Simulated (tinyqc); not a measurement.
From results back to parameters: heavy doping: gap narrowing, degeneracy and the minority density. Three cases, with inputs chosen for the exercise.

Problem. Narrowing at two dopings was computed from hidden E0 and N0, with N0 below Na.

Empirical narrowing (Slotboom form, constants chosen for the exercise; published fits of this form give the apparent narrowing, here it is taken as the true one): dEg = E0 [ln(N/N0) + sqrt(ln(N/N0)^2 + C)].

Find: N0; E0.

Method. The ratio dEg(Nb)/dEg(Na) depends on N0 alone and rises steadily with it; solve for ln N0 by bisection, then E0 from either value.

Case 1.

Values chosen (out of a larger set: gap and densities of states near those of Si at this temperature; narrowing constants near the fits for Si; not measured data): C = 0.5 (smoothing constant); Na = 1.5e+18 1/cm^3; Nb = 4.5e+19 1/cm^3.

dEg(Na) = 31.3301 meV
dEg(Nb) = 76.1507 meV

Solution.

N0 = 1.5e+17 1/cm^3
E0 = 6.65 meV

Case 2.

Values chosen (out of a larger set: gap and densities of states near those of Si at this temperature; narrowing constants near the fits for Si; not measured data): C = 0.5 (smoothing constant); Na = 1.4e+18 1/cm^3; Nb = 4.2e+19 1/cm^3.

dEg(Na) = 30.0110 meV
dEg(Nb) = 72.9443 meV

Solution.

N0 = 1.4e+17 1/cm^3
E0 = 6.37 meV

Case 3.

Values chosen (out of a larger set: gap and densities of states near those of Si at this temperature; narrowing constants near the fits for Si; not measured data): C = 0.5 (smoothing constant); Na = 1.3e+18 1/cm^3; Nb = 3.9e+19 1/cm^3.

dEg(Na) = 28.0793 meV
dEg(Nb) = 68.2493 meV

Solution.

N0 = 1.3e+17 1/cm^3
E0 = 5.96 meV

Computed by tinyqc, one run a case: `OMP_NUM_THREADS=1 python tinyqc.py N N+1 out.jsonl` with N = 1650932, 1650956, 1650984; one thread of a shared Intel(R) Xeon(R) Processor @ 2.30GHz, about 0.01 s a run at most.
